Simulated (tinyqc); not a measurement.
sp3s* tight binding: sweeps and comparisons. A value that a table varies takes the place of the one given here.

sp3s* tight binding, nearest neighbours only: anion (a) at 0, cation (c) at a/4 (1,1,1), orbitals s, px, py, pz, s* on each; k in units of 2 pi/a. With phases e_j = exp(i (pi/2) k.n_j) for n = (1,1,1), (1,-1,-1), (-1,1,-1), (-1,-1,1): g0 = (e1+e2+e3+e4)/4, g1 = (e1+e2-e3-e4)/4, g2 = (e1-e2+e3-e4)/4, g3 = (e1-e2-e3+e4)/4. The diagonal holds the levels Esa, Epa, Exa (s*) and Esc, Epc, Exc. Anion-cation block: <sa|sc> = Vss g0; <sa|xc> = Vsapc g1; <xa|sc> = -Vscpa g1; <xa|xc> = Vxx g0; <xa|yc> = <ya|xc> = Vxy g3, <xa|zc> = <za|xc> = Vxy g2, <ya|zc> = <za|yc> = Vxy g1; <s*a|xc> = Vxapc g1; <xa|s*c> = -Vpaxc g1; y and z take g2 and g3 in place of g1; s-s* and s*-s* vanish.

Parameters, chosen for this exercise (near a published set for Si, fitted to gaps, whose masses and valley positions are rough; the results hold for these values, not for the real material):
- Esa = -4.223 eV (s level of the anion)
- Epa = 1.718 eV (p level of the anion)
- Esc = -4.223 eV (s level of the cation)
- Epc = 1.718 eV (p level of the cation)
- Exa = 6.719 eV (s* level of the anion)
- Exc = 6.719 eV (s* level of the cation)
- Vss = -8.258 eV (s-s)
- Vxx = 1.72 eV (px-px)
- Vxy = 4.573 eV (px-py)
- Vsapc = 5.714 eV (s anion, p cation)
- Vscpa = 5.714 eV (s cation, p anion)
- Vxapc = 5.377 eV (s* anion, p cation)
- Vpaxc = 5.377 eV (p anion, s* cation)
- eta = 2.5 (scaling exponent)
- D001 = 0.77 (ratio -ezz/exx)

## What the s* orbital does

The s* couplings Vxapc and Vpaxc are scaled by f; f = 0 is the plain sp3 model. Gaps from the top of the valence band at Gamma; the Delta value is the minimum on (x,0,0), 0.5 <= x <= 1.

Gaps (eV):
```
f      Gamma   Delta       L  x of the minimum
0.00  3.4400  4.0899  3.9964             0.500
0.25  3.4400  3.8040  3.8125             0.500
0.50  3.4400  3.1492  3.3963             0.560
0.75  3.4400  2.1967  2.9218             0.700
0.90  3.4400  1.5857  2.6449             0.725
1.00  3.4400  1.1779  2.4690             0.733
1.10  3.4400  0.7730  2.0993             0.737
```

The gap at Gamma stays, since g1 to g3 vanish there. From f = 0 to 1 the s* levels lower the Delta value by 2.912 eV and L by 1.527 eV. For f = 0 and 0.25 the least value lies at x = 0.5, the end of the range: any valley further out lies above that value until s* has lowered it enough. The lowest of the three is Gamma at f = 0 and the Delta line at f = 1.

## Hydrostatic strain (sp3s* tight binding, strained)

Strain e moves each bond vector to d = (1 + e) d0 (no internal displacement for the diagonal strains used here) and k is given in fractions of the strained reciprocal cell, so the phases stay. Two-centre values Vss_sigma = Vss/4, Vsp_sigma = sqrt3 V/4 for each s-p and s*-p pair, Vpp_sigma = (Vxx + 2 Vxy)/4, Vpp_pi = (Vxx - Vxy)/4 are scaled by (d0/d)^eta and combined with the new direction cosines; the levels on the diagonal stay.

exx = eyy = ezz = e. Gaps as measured from the top of the valence band; the deformation potentials are (gap(0.01) - gap(-0.01))/0.06.

Gaps (eV):
```
e       Gamma   Delta       L  x of the minimum
-0.03  3.7122  1.2010  2.5582             0.720
-0.02  3.6182  1.1937  2.5463             0.724
-0.01  3.5275  1.1860  2.5341             0.729
0.00   3.4400  1.1779  2.4690             0.733
0.01   3.3555  1.1695  2.3411             0.738
0.02   3.2738  1.1608  2.2174             0.742
0.03   3.1950  1.1518  2.0977             0.747
```

gap deformation potentials (eV): Gamma -2.867, Delta -0.274, L -3.216

Per unit of volume strain the gaps move by -2.87 (Gamma), -0.27 (Delta) and -3.22 eV (L). The lowest valley stays the Delta line over the range. These potentials follow from the one exponent eta, which fitted models replace by one for each integral; with it the sizes are rough, the sign for Delta can be wrong (in Si, Ge and the III-V crystals measured values are small and positive), and the pressures at which valleys cross, and which valley takes over, are rough too. A gap of zero, where one is listed, marks an s level that has sunk below the valence top.

## Biaxial strain splits the top of the valence band (sp3s* tight binding, strained)

No spin-orbit coupling; k = 0; exx = eyy = e, ezz = -D001 e. The four bonds keep equal lengths, and the sums over them give Vxx(e) for px and py and Vzz(e) for pz; each level is the lower root of [[Epa, V], [V, Epc]], and the s level the upper root of the s block. The shear potential b follows from E(x,y) - E(z) = 3 b (exx - ezz), taken as the slope between e = -0.005 and 0.005.

Couplings and levels at Gamma (eV):
```
e           ezz  Vxx(e)  Vzz(e)   E(x,y)     E(z)  E(x,y) - E(z) (meV)  upper s level
-0.020   0.0154  1.6435  1.9785   0.0745  -0.2605                335.0         4.2038
-0.010   0.0077  1.6827  1.8474   0.0353  -0.1294                164.7         4.1195
-0.005   0.0039  1.7016  1.7832   0.0164  -0.0652                 81.6         4.0773
0.005   -0.0039  1.7379  1.6577  -0.0199   0.0603                -80.2         3.9927
0.010   -0.0077  1.7554  1.5963  -0.0374   0.1217               -159.1         3.9503
0.020   -0.0154  1.7889  1.4763  -0.0709   0.2417               -312.6         3.8653
```

b = -3.049 eV

Under tension in the plane (e > 0) the bonds tilt towards the plane, Vxx grows to 1.7554 and Vzz falls to 1.5963 eV at e = 0.01, and the pz state forms the top of the valence band, by 159.1 meV; under compression (e = -0.01) the px, py pair does, by 164.7 meV. The slope gives b = -3.05 eV, a rough value, since on-site strain terms are left out (measured values lie near -2 eV).

## What each parameter does

Gaps from the top of the valence band at Gamma; Delta is the minimum on (x,0,0), 0.5 <= x <= 1. A change on one sublattice alone makes the two atoms unequal. Each row changes one parameter from the base and keeps the others.

Results:
```
case              Ev (eV)  gap Gamma (eV)  gap Delta (eV)  gap L (eV)
base              -0.0020          3.4400          1.1779      2.4690
Exc = 6.519 eV    -0.0020          3.4400          1.1400      2.4252
Vpaxc = 5.177 eV  -0.0020          3.4400          1.2515      2.4801
Vsapc = 5.914 eV  -0.0020          3.4400          1.2262      2.4835
Vxapc = 5.177 eV  -0.0020          3.4400          1.2515      2.4801
Epa = 1.918 eV     0.0951          3.4458          1.1268      2.3806
Vss = -7.958 eV   -0.0020          3.4400          1.1983      2.3749
```

The largest shifts from the base row, up to three for each result and ties (the steps differ in size, so this ranks the rows, not the parameters). Ev (eV): Epa +0.0971; unchanged at the printed digits by Exc, Vpaxc, Vsapc, Vxapc and Vss. gap Gamma (eV): Epa +0.0058; unchanged at the printed digits by Exc, Vpaxc, Vsapc, Vxapc and Vss. gap Delta (eV): Vxapc +0.0735, Vpaxc +0.0735, Epa -0.0511. gap L (eV): Vss -0.0941, Epa -0.0884, Exc -0.0438. Exc, Vpaxc, Vsapc and Vxapc cannot move Ev or the gap at Gamma, whose blocks do not hold them; s parameters never move Ev, and move the gap only where the lowest empty level at Gamma is s-like.

Run: tinyqc, `OMP_NUM_THREADS=1 python tinyqc.py 1452554 1452555 out.jsonl`; Intel(R) Xeon(R) Processor @ 2.30GHz, one thread, shared host; about 0.1 s of CPU time with all checks.
